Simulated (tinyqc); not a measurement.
# Minority-electron transport through the base of a bipolar transistor (Moll-Ross and Kroemer integrals), step by step

A worked calculation. Computed by tinyqc, a small Python program that keeps every step. Command: `OMP_NUM_THREADS=1 python tinyqc.py 3005076 3005077 out.jsonl base walk`. One thread of a shared host (Intel(R) Xeon(R) Processor @ 2.30GHz), about 0.01 s of CPU time with the checks. Intermediate numbers are printed to about 5 digits and carried at full precision; extremes and crossings named in words are read from the listed rows.

Low injection, one dimension, x from the emitter edge (0) to the collector edge (W), s = x/W. Recombination is treated as a small correction (valid for tau_B well below tau_n), computed from the stored charge.

Inputs (values chosen for the exercise, modelled on InP):
```
quantity,value,unit
intrinsic density n_i at the emitter edge,1.2e+07,1/cm^3
base doping at the emitter edge N_0,3.1e+19,1/cm^3
base width W,220,nm
mu_min,640,cm^2/(V s)
mu_max,4640,cm^2/(V s)
N_ref,1.3e+17,1/cm^3
saturation velocity v_s,0.95,1e7 cm/s
electron lifetime tau_n,0.28,ns
emitter Gummel number G_E,9.5e+13,s/cm^4
base-emitter voltage V_BE,0.9,V
temperature T,300,K
doping ratio N_0/N(W),6.7,-
gap narrowing across the base dE_g,29,meV
```

Base doping profile: exponential. Gap grading: linear. Exit of the base: infinite sink.

Constants: k_B = 8.617333262e-05 eV/K; e = 1.602176634e-19 C.

## Profile and built-in field

N(x) = N_0 (ratio)^(-s); n_i(x)^2 = n_i^2 exp(s dE_g/k_B T); D(x) = (k_B T/e) mu, mu = mu_min + (mu_max - mu_min)/(1 + (N/N_ref)^0.7). Field that drives electrons towards the collector, averaged over the base: (k_B T/e) ln[N_0 n_i(W)^2/(N(W) n_i^2)]/W.

Across the base:
```
s,N (1/cm^3),n_i(x)^2/n_i^2,D (cm^2/s),y (s/cm^5)
0.0,3.1000e+19,1.0000,18.738,1.6544e+18
0.2,2.1191e+19,1.2515,19.389,8.7328e+17
0.4,1.4485e+19,1.5663,20.226,4.5725e+17
0.6,9.9019e+18,1.9602,21.297,2.3718e+17
0.8,6.7686e+18,2.4533,22.662,1.2175e+17
1.0,4.6269e+18,3.0703,24.386,6.1797e+16
```

drift factor eta (potential drop in k_B T/e) = 3.0239

mean built-in field = 3.5533 kV/cm

## Collector current and transit time

With y(x) = N n_i^2/(D n_i(x)^2): base Gummel number G_B = int_0^W y dx; J_C = e n_i^2 exp(e V_BE/k_B T)/G_B; n(x) = (J_C/e)(n_i(x)^2/(N n_i^2)) [int_x^W y dx]; transit time tau_B = (e/J_C) int n dx; trapezoid rule on 401 even points.

base Gummel number G_B = 1.0842e+13 s/cm^4

collector current density J_C = 0.0028010 A/cm^2

base transit time tau_B = 5.1199 ps

share of the exit term in G_B = 0 %

mean velocity W/tau_B = 0.42970 1e7 cm/s

Plain diffusion with the D of the emitter edge would take W^2/(2D) = 12.9 ps, 2.52 times the result.

## Gain and speed

Emitter-limited gain beta_E = G_E/G_B; recombination-limited gain beta_R = tau_n/tau_B; 1/beta = 1/beta_E + 1/beta_R; f_T from the base alone = 1/(2 pi tau_B).

beta_E = 8.7625

beta_R = 54.689

current gain beta = 7.5524

f_T from the base alone = 31.086 GHz

The gain is limited mainly by hole injection into the emitter (86 % of the base current).

## What grading buys

The formulas are those given above.

The same base with other gradings:
```
dE_g (meV),dE_g/k_B T,G_B (s/cm^4),J_C gain,tau_B (ps),speed gain
0,0.000,1.5160e+13,1.0000,6.5280,1.0000
25,0.967,1.1306e+13,1.3409,5.2811,1.2361
50,1.934,8.8701e+12,1.7091,4.4005,1.4835
75,2.901,7.2419e+12,2.0934,3.7551,1.7384
100,3.868,6.0972e+12,2.4864,3.2666,1.9984
150,5.802,4.6168e+12,3.2837,2.5830,2.5273
200,7.736,3.7101e+12,4.0862,2.1315,3.0627
300,11.605,2.6622e+12,5.6946,1.5762,4.1417
```

At 100 meV J_C rises by a factor 2.49 and the transit is 2.00 times faster; at 300 meV the factors are 5.69 and 4.14. For a uniform base without exit term both tend to be linear in dE_g/k_B T, J_C as x/(1 - exp(-x)) and the speed as x/2. From 200 meV on the mean velocity W/tau_B exceeds v_s, so those speed gains are overstated.

Checks made by the program: Gummel integral against a 60-point Gauss rule (relative difference 5e-07).
